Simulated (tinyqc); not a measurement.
Active against total: solid solubility of a dopant against its melt (retrograde solidus), clustering and the electrically active fraction. Computed by tinyqc, a small Python program. Command: `OMP_NUM_THREADS=1 python tinyqc.py 3006388 3006389 out.jsonl retro walk`. One thread of a shared host (Intel(R) Xeon(R) Processor @ 2.30GHz), about 0.01 s of CPU time with the checks.

Inputs (values chosen for the exercise, for a model dopant): atoms per cluster m = 4; cluster scale N* at 1273 K = 4.2e+20 1/cm^3; activation energy E_b of the cluster scale = 0.3 eV; anneal temperature T_a = 1275 K; prefactor of n_i = 3.91e+16 1/(cm^3 K^1.5); energy E_i in n_i = 0.606 eV.

Clustering: clusters that take up free electrons.

Constants: k_B = 8.617333262e-05 eV/K.

Method. A highly soluble donor (another dopant than that of the solidus) is limited by clustering. Donors N_a are active, and clusters hold m atoms each: N_t = N_a + m C, m C = N* (N_a/N*)^m (n/N*)^m, each atom taking one electron, n = N_a/2 + sqrt(N_a^2/4 + n_i^2), n_i = prefactor x T^1.5 exp(-E_i/(k_B T)), with N*(T) = N*(1273 K) exp[-(E_b/k_B)(1/T - 1/1273)].

Active density (1/cm^3):
```
N_t (1/cm^3)  N_a at T_a  fraction  N_a at T_a + 150 K  N_a at T_a - 150 K
1.00e+19      1.0000e+19   1.00000          1.0000e+19          1.0000e+19
3.00e+19      3.0000e+19   1.00000          3.0000e+19          3.0000e+19
1.00e+20      9.9996e+19   0.99996          9.9999e+19          9.9946e+19
2.00e+20      1.9896e+20   0.99481          1.9985e+20          1.9061e+20
5.00e+20      3.6556e+20   0.73112          4.3173e+20          2.8237e+20
1.00e+21      4.3723e+20   0.43723          5.4706e+20          3.2527e+20
2.00e+21      4.9447e+20   0.24723          6.2838e+20          3.6338e+20
5.00e+21      5.6596e+20   0.11319          7.2439e+20          4.1334e+20
```

What does the comparison show, and why?

The exponent d ln N_a/d ln N_t falls from 1.00 to 0.15, towards 1/(2m) = 0.125. At the highest dose a 150 K hotter anneal gives 1.28 times the active density, and a later step 150 K cooler would cut it to 0.73 if it ran to equilibrium: short hot anneals come last.

Extremes, crossings and ranges named in words are read from the listed rows.
